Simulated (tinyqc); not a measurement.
# Length offset and series resistance from crossing lines

Problem. R_total = Rs + k (L - dL)/Vo with constant Rs, dL and k. Find k, dL and Rs.

R_total at (L, Vo) = (45, 0.39), (135, 0.39), (45, 0.92) and (135, 0.92), L in nm and Vo in V (ohm um): [550.38462, 1127.3077, 440.70652, 685.27174]

Answer. At each overdrive R is a straight line in L with slope k/Vo; the two lines cross at L = dL, R = Rs.

k = 2.500 ohm um V/nm
dL = 15.30 nm
Rs = 360.0 ohm um

Numbers from tinyqc (`OMP_NUM_THREADS=1 python tinyqc.py 2282107 2282108 out.jsonl`; about 0.03 s on one thread of a shared Intel Xeon 2.30GHz).
